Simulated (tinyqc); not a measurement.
# Floating body of a partially depleted SOI transistor: body voltage and kink: effects of single changes

Source at 0 V. Channel current Ic = 2 nf K Vt^2 [F(0) - F(Vd)](1 + la Vd), F(V) = ln^2(1 + exp((Vg - VT - nf V)/(2 nf Vt))), VT = VT0 - gb Vb. Saturation voltage Vs = 2 Vt sqrt(F(0)) + 3 Vt, excess Ve = (Vd - Vs + sqrt((Vd - Vs)^2 + 0.0004 V^2))/2, multiplication M1 = Ai Ve exp(-Bl/Ve). Each junction passes D(v) = J1 (exp(v/Vt) - 1) + J2 (exp(v/(2 Vt)) - 1). Bipolar current Ib = bb J1 (exp(Vb/Vt) - 1). The body settles where M1 (Ic + Ib) = D(Vb) + D(Vb - Vd) + Vb/Rb; drain current Id = (1 + M1)(Ic + Ib) - D(Vb - Vd).

Parameters, values chosen for the exercise; values of the order met in partially depleted silicon-on-insulator transistors:
- T = 300 K (temperature)
- VT0 = 0.34 V (threshold at zero body voltage)
- gb = 0.35 (fall of the threshold per volt of body voltage)
- nf = 1.41 (slope factor)
- K = 590 uA/(V^2 um) (gain factor per width)
- la = 0.09 1/V (channel-length modulation factor)
- Ai = 2.45 1/V (impact-ionisation prefactor)
- Bl = 5.1 V (impact-ionisation voltage)
- J1 = 7.1e-12 uA/um (diffusion saturation current of each junction)
- J2 = 1.4e-8 uA/um (recombination saturation current of each junction)
- bb = 0 (gain of the lateral bipolar transistor on the diffusion current)
- Rb = 1e9 kohm um (resistance of a weak body tie to the source (1e9 stands for no tie, and the term is then dropped))
- Vg = 0.54 V (gate voltage)
- Vd = 1.8 V (drain voltage)

Constants: q = 1.602176634e-19 C, kB = 1.380649e-23 J/K, Vt = kB T/q. Results are converted to the units shown.

Each table varies one quantity; the others keep the values above.

## Output curve and kink

Rows with more than one solution for Vb (latch) are left out; dId/dVd by a forward difference over 1e-4 V, swing = 1e-4 V over the change of log10 Id; M1 under 1e-12 is printed as 0.

Results:

| Vd (V) | Vb (V) | M1 | Id, floating (uA/um) | Id, grounded (uA/um) | ratio | dId/dVd, floating (uS/um) | dId/dVd, grounded (uS/um) |
|---|---|---|---|---|---|---|---|
| 0.84 | 0.4898 | 4.443e-5 | 31.12 | 9.419 | 3.304 | 35.63 | 0.8435 |
| 1 | 0.5613 | 5.519e-4 | 35.92 | 9.567 | 3.755 | 25.56 | 1.040 |
| 1.16 | 0.6083 | 0.003029 | 39.56 | 9.764 | 4.052 | 20.59 | 1.458 |
| 1.32 | 0.6417 | 0.01023 | 42.68 | 10.05 | 4.248 | 18.79 | 2.108 |
| 1.48 | 0.6668 | 0.02546 | 45.70 | 10.45 | 4.374 | 19.38 | 2.958 |
| 1.8 | 0.7021 | 0.09167 | 52.76 | 11.72 | 4.501 | 25.69 | 5.068 |

Estimate the missing row, Vd = 1.64 V.

Computed row:

| Vd (V) | Vb (V) | M1 | Id, floating (uA/um) | Id, grounded (uA/um) | ratio | dId/dVd, floating (uS/um) | dId/dVd, grounded (uS/um) |
|---|---|---|---|---|---|---|---|
| 1.64 | 0.6863 | 0.05182 | 48.98 | 11.00 | 4.452 | 21.84 | 3.961 |

With this row back in the table: Vb rises from 0.490 to 0.702 V and the ratio of the currents rises from 3.30 to 4.50. The output conductance with a floating body exceeds the grounded value by the largest factor among the rows, 42.2, at Vd = 0.84 V, where Vb = 0.490 V and M1 = 4.44e-5.

## Transfer curve and swing

Same model as above.

Transfer curve and swing:

| Vg (V) | Vb (V) | M1 | Id, floating (uA/um) | Id, grounded (uA/um) | ratio | swing, floating (mV/decade) | swing, grounded (mV/decade) |
|---|---|---|---|---|---|---|---|
| -0.11 | 0.3895 | 0.2182 | 2.844e-4 | 6.849e-6 | 41.52 | 56.52 | 84.19 |
| -0.01 | 0.5018 | 0.2162 | 0.01204 | 1.056e-4 | 114.0 | 65.82 | 84.30 |
| 0.09 | 0.5855 | 0.2075 | 0.2899 | 0.001601 | 181.1 | 83.18 | 85.31 |
| 0.19 | 0.6412 | 0.1855 | 2.704 | 0.02270 | 119.1 | 134.4 | 89.20 |
| 0.29 | 0.6719 | 0.1565 | 10.22 | 0.2597 | 39.37 | 225.3 | 102.7 |
| 0.39 | 0.6889 | 0.1282 | 23.46 | 1.841 | 12.74 | 339.9 | 139.6 |
| 0.49 | 0.6988 | 0.1030 | 41.82 | 7.145 | 5.852 | 464.1 | 210.6 |
| 0.59 | 0.7045 | 0.08121 | 64.84 | 17.63 | 3.678 | 591.2 | 309.4 |
| 0.69 | 0.7074 | 0.06269 | 92.27 | 33.27 | 2.773 | 718.2 | 423.2 |

What does the table show?

Vb rises from 0.389 to 0.707 V. The smallest swing among the rows is 56.5 mV a decade with a floating body (at Vg = -0.11 V) and 84.2 with a grounded one; Vt ln 10 = 59.5. The floating swing is smaller by more than 3 % for Vg = -0.11, -0.01 V, where the rising Vb lowers the threshold as Vg rises. In the first row the floating body raises the current by a factor of 41.5.

Range of the model: The multiplication law is an empirical form chosen for the exercise; self-heating and capacitive coupling to the body are left out, and the linear laws are rough once Vb passes about 0.7 V or M1 about 0.1.

Program tinyqc, `OMP_NUM_THREADS=1 python tinyqc.py 2182127 2182128 out.jsonl`; Intel Xeon 2.30GHz, shared host, one thread, about 0.2 s.
